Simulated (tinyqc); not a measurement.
CMOS latch-up, two-transistor model: course of the iteration: response to the injected current, once round the loop per iteration.

A parasitic pnp (emitter at Vdd, base shunted by Rw) and npn (emitter at ground, base shunted by Rs) feed each other: the npn collector current flows out of the pnp base node, the pnp collector current into the npn base node. Forward-active transistors with constant gains: Icn = Isn exp(Vn/Vt), Icp = Isp (exp(Vp/Vt) - 1). A current Ii is injected into the npn base node.

Icn = Isn exp(Vn/Vt); Vp solves Vp/Rw + Icp/bp = Icn; Vn(new) solves Vn/Rs + (Isn/bn) exp(Vn/Vt) = Icp + Ii.

Stop when Vn changes by less than 1e-9 V, or after 150 iterations. Vn must stay below 1.1 V.

Parameters, values chosen for the exercise; values close to those of bulk CMOS: temperature T = 300 K; current gain of the npn bn = 21.7; current gain of the pnp bp = 5.7; saturation current of the npn at T Isn = 1e-15 A; saturation current of the pnp at T Isp = 6.1e-16 A; substrate resistance shunting the npn Rs = 1400 ohm; well resistance shunting the pnp Rw = 4800 ohm; current injected into the substrate Ii = 0.363 mA.

Constants: q = 1.602176634e-19 C, kB = 1.380649e-23 J/K, Vt = kB T/q. Results are converted to the units shown.

Vn at the start = 0.51 V

Course of the iteration:
```
iteration	Vn (V)	|change| (V)
1	0.508178	1.82e-3
2	0.508178	4.44e-15
```

Did this iteration meet its convergence test, and what does its course show?

Yes. Converged in 2 iterations. An off state exists, since Ii is below the trigger current, the largest Ii that the node equations allow, 0.4745 mA.

tinyqc, about 0.07 s, one thread, Intel Xeon 2.30GHz (shared host): `OMP_NUM_THREADS=1 python tinyqc.py 2670148 2670149 out.jsonl`
